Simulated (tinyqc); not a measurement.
# Dopant redistribution at a moving silicon-oxide interface during parabolic oxidation, step by step

A worked calculation. Computed by tinyqc, a small Python program that keeps every step. Command: `OMP_NUM_THREADS=1 python tinyqc.py 3005543 3005544 out.jsonl segox walk`. One thread of a shared host (Intel(R) Xeon(R) Processor @ 2.30GHz), about 0.01 s of CPU time with the checks. Intermediate numbers are printed to about 7 digits and carried at full precision; extremes and crossings named in words are read from the listed rows.

Uniformly doped silicon is oxidised with x_ox = sqrt(B t); the interface advances into the silicon by alpha x_ox, alpha = 0.44. The dopant does not move in the oxide, and at the interface C(silicon) = m C(oxide).

Inputs (values chosen for the exercise, modelled on antimony in silicon under steam): dopant prefactor D0 = 5.11 cm^2/s; dopant activation energy E = 3.85 eV; oxidation prefactor B0 = 387 um^2/h; oxidation activation energy E_B = 0.791 eV; segregation coefficient m = C(silicon)/C(oxide) = 12; bulk doping C_B = 1e+17 1/cm^3; temperature T = 950 C; time t = 3.1 h.

Constants: k_B = 8.617333262e-05 eV/K.

## Rates

D = D0 exp(-E/(k_B T)), converted with 1 cm^2/s = 3.6e11 um^2/h; B = B0 exp(-E_B/(k_B T)); s = alpha sqrt(B/(4 D)), the interface advance over 2 sqrt(D t). Temperatures in kelvin are T(C) + 273.15.

D = 2.520367e-04 um^2/h

B = 0.2130748 um^2/h

s = 6.396713

oxide thickness = 0.8127312 um

diffusion length 2 sqrt(D t) = 0.05590398 um

The interface outruns diffusion. Caution: parabolic growth needs an oxide much thicker than the Deal-Grove length A, which fails for thin films and low temperatures; oxidation-enhanced or retarded diffusion is ignored.

## Interface concentration

With the dopant diffusivity D and s = alpha x_ox/(2 sqrt(D t)), in the silicon C = C_B + (C_s - C_B) erfc(y/(2 sqrt(D t)))/erfc(s), y from the original surface. Dopant balance at the interface gives C_s/C_B = 1/[1 + (1/(m alpha) - 1) g], g = sqrt(pi) s exp(s^2) erfc(s).

g = 0.9882031

ratio C_s/C_B = 5.026223

C_s in the silicon = 5.026223e+17 1/cm^3

concentration in the oxide = 4.188519e+16 1/cm^3

m alpha = 5.280: the oxide rejects dopant, which piles up in the silicon. For a very fast interface the ratio would tend to m alpha.

## Dose moved

Consumed silicon held alpha x_ox C_B; the oxide holds x_ox times the dopant concentration in the oxide; the difference is the excess in the silicon; 1 um = 1e-4 cm.

dopant in the consumed silicon = 3.576017e+12 1/cm^2

dopant in the oxide = 3.404140e+12 1/cm^2

excess in the silicon = 1.718772e+11 1/cm^2

## Profile below the interface

Depths z are counted from the present interface: y/(2 sqrt(D t)) = s + z/(2 sqrt(D t)); take z/(2 sqrt(D t)) = 0, 0.05, 0.1, 0.2, 0.3, 0.5, 0.75, 1, 1.5.

Profile:
```
z/(2 sqrt(D t))      z (um)     C/C_B
0.00             0.00000000  5.026223
0.05             0.00279520  3.102337
0.10             0.00559040  2.092345
0.20             0.01118080  1.290557
0.30             0.01677119  1.075773
0.50             0.02795199  1.004856
0.75             0.04192799  1.000140
1.00             0.05590398  1.000004
1.50             0.08385597  1.000000
```

## Temperature and segregation coefficient

The formulas are those given above.

C_s/C_B:
```
T (C)         s    this m    m = 0.2  m = 1/alpha    m = 10
850    23.28418  5.259298  0.0880739            1  4.386284
900    11.87276  5.201855  0.0882826            1  4.348110
950     6.39671  5.026223  0.0889571            1  4.230324
1000    3.61792  4.600855  0.0908578            1  3.938197
1050    2.13632  3.868340  0.0954198            1  3.411131
1100    1.31080  3.026037  0.1046021            1  2.764326
1150    0.83236  2.335329  0.1203308            1  2.198166
1200    0.54510  1.867908  0.1440825            1  1.795105
```

s falls from 23.3 to 0.545 as T rises, because diffusion has the larger activation energy (3.85 against 0.791 eV); the ratio for this m moves from 5.259 to 1.868, towards 1. At m = 1/alpha the oxide takes exactly what the silicon held, and nothing moves. The ratio does not depend on time, since both lengths grow as sqrt(t).

Checks made by the program: excess against the integral of the profile (relative difference 2e-10).
